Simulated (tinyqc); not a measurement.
What each parameter does: alloy A(1-x)B(x) by interpolation with bowing.

Each gap follows E(x) = (1 - x) E_A + x E_B - C x (1 - x); the lattice constant follows Vegard, a(x) = (1 - x) a_A + x a_B.

Mass at Gamma from the Kane formula 1/m = F + Ep (Eg + 2 Dso/3)/(Eg (Eg + Dso)). F is fixed by the masses of A and B and interpolated linearly, as is Ep; Eg and Dso carry their bowing.

Inputs chosen for the exercise (A near GaAs, B near GaSb; the results hold for these values, not for the real material): Eg = (1.533, 0.803) eV (gap at Gamma to the s-like level of A, B); EgX = (1.954, 1.125) eV (gap to the lowest valley along Gamma-X of A, B); EgL = (1.792, 0.887) eV (gap to L of A, B); C = (1.423, 1.316, 1.195) eV (bowing of the Gamma, X and L gaps); x = 0.18 (fraction of B); Dso = (0.338, 0.767) eV (spin-orbit splitting of A, B); Ep = (26, 26.7) eV (Kane energy of A, B); me = (0.068, 0.0394) m0 (electron mass at Gamma of A, B); Cs = 0.49 eV (bowing of Dso).

Gaps at x and the Kane mass.

One parameter was then changed.

Results before and after:
```
case     Gamma (eV)  X (eV)  L (eV)  mass (m0)
base         1.1916  1.6105  1.4527     0.0531
changed      1.1768  1.5958  1.4380     0.0524
```

Which of these changes was made? (a) C = (1.523, 1.416, 1.295) eV; (b) x = 0.14; (c) Cs = 0.54 eV; (d) EgL = (1.702, 0.887) eV; (e) Eg = (1.61, 0.803) eV; (f) EgX = (1.954, 1.069) eV; (g) Ep = (28.6, 29.4) eV.

Answer: (a) C = (1.523, 1.416, 1.295) eV. Of the candidates, run in turn, only this one gives the changed row.

All candidates:
```
case                          Gamma (eV)  X (eV)  L (eV)  mass (m0)
base                              1.1916  1.6105  1.4527     0.0531
x = 0.14                          1.2595  1.6795  1.5214     0.0560
C = (1.523, 1.416, 1.295) eV      1.1768  1.5958  1.4380     0.0524
Eg = (1.61, 0.803) eV             1.2547  1.6105  1.4527     0.0541
EgX = (1.954, 1.069) eV           1.1916  1.6005  1.4527     0.0531
EgL = (1.702, 0.887) eV           1.1916  1.6105  1.3789     0.0531
Ep = (28.6, 29.4) eV              1.1916  1.6105  1.4527     0.0525
Cs = 0.54 eV                      1.1916  1.6105  1.4527     0.0530
```

tinyqc: `OMP_NUM_THREADS=1 python tinyqc.py 1080817 1080818 out.jsonl`; about 0.01 s, one thread, shared Intel(R) Xeon(R) Processor @ 2.30GHz.
